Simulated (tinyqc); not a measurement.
Two coupled magnetic layers: synthetic antiferromagnet, spin flop, exchange bias and magnetoresistance: one step, computed by the program tinyqc. Command: `OMP_NUM_THREADS=1 python tinyqc.py 3005038 3005039 out.jsonl saf walk`. One thread of a shared host (Intel(R) Xeon(R) Processor @ 2.30GHz), about 0.3 s of CPU time with the checks.

Moments lie in the plane at the angles p1, p2 from the field. Energy per area: E = J1 cos(p1 - p2) + J2 cos^2(p1 - p2) - B M_s (t1 cos p1 + t2 cos p2) + K (t1 sin^2 p1 + t2 sin^2 p2).

Problem. Limit of the antiparallel state. With p1 = 0, p2 = 180 degrees and c2 = J1 - 2 J2 the Hessian is [[c2 + t1 (2K + b), -c2], [-c2, c2 + t2 (2K - b)]], b = B M_s; its determinant vanishes at the positive root of t1 t2 b^2 - c2 (t1 - t2) b - [2K c2 (t1 + t2) + 4 K^2 t1 t2] = 0.

Inputs (values chosen for the exercise, for a model stack):
```
quantity                       value    unit
saturation magnetisation M_s    1250    kA/m
thickness t1                     3.2      nm
thickness t2                     2.7      nm
antiferromagnetic coupling J1    0.1  mJ/m^2
biquadratic coupling J2            0  mJ/m^2
in-plane anisotropy K              4  kJ/m^3
```

Field direction: along the easy axis.

Give: stability limit B_sf of the antiparallel state.

Solution.

stability limit B_sf of the antiparallel state = 22.21 mT
